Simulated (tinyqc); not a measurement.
# Changing the barrier E1 (vacancy circles the solute)

Model: five-frequency model of solute diffusion by vacancies in an fcc metal. Computed by tinyqc, a small Python program. Command: `OMP_NUM_THREADS=1 python tinyqc.py 3027663 3027664 out.jsonl fivefreq sweep`. One thread of a shared host (Intel(R) Xeon(R) Processor @ 2.30GHz), about 0.01 s of CPU time with the checks.

A vacancy next to the solute exchanges with it (w2), jumps to one of 4 sites that also neighbour the solute (w1) or to one of 7 that do not (w3); w4 is the reverse of w3 and w0 the host jump.

Inputs (values chosen for the exercise, for a model solute in a host close to silver): barrier E0 (host jump) = 0.653 eV; barrier E2 (exchange) = 0.563 eV; barrier E3 (dissociation) = 0.761 eV; binding energy E_b (positive for attraction) = 0.18 eV; vacancy formation energy E_f = 1.13 eV; formation entropy S_f = 2 k_B; attempt frequency nu = 3.1 THz; lattice constant a = 4.09 angstrom; temperature T = 535 K.

Constants: k_B = 8.617333262e-05 eV/K.

Method:
- w_i = nu exp(-E_i/(k_B T)); detailed balance gives E4 = E3 - E_b.
- Manning: with y = w4/w0, 7F = 7 - (10 y^4 + 180.5 y^3 + 927 y^2 + 1341 y)/(2 y^4 + 40.2 y^3 + 254 y^2 + 597 y + 436); f2 = (2 w1 + 7F w3)/(2 w2 + 2 w1 + 7F w3).
- The mean cosine between successive solute jumps follows from f2 = (1 + c)/(1 - c).
- c_v = exp(S_f - E_f/(k_B T)); host D0 = a^2 c_v w0 x 0.7815; solute D2 = a^2 c_v exp(E_b/(k_B T)) w2 f2; 1 angstrom^2 = 1e-16 cm^2.

One run for each value:
```
barrier E1 (vacancy circles the solute) (eV)  correlation factor f2  ratio D2/D0
0.35                                                         0.9902        442.8
0.45                                                         0.9208        411.8
0.55                                                         0.5743        256.8
0.65                                                         0.1487         66.5
0.75                                                         0.0388         17.4
0.85                                                         0.0245         10.9
0.95                                                         0.0228         10.2
1.10                                                         0.0226         10.1
```

What does the table show, and why?

Over the rows, correlation factor f2 falls from 0.990 to 0.0226 (exponent d ln y / d ln x -0.29 between the first rows and -0.062 between the last); ratio D2/D0 falls from 443 to 10.1 (exponent d ln y / d ln x -0.29 between the first rows and -0.062 between the last). Fast circling randomises the direction of the next exchange; when w1 freezes, escape through w3 is the only way left and f2 levels off.
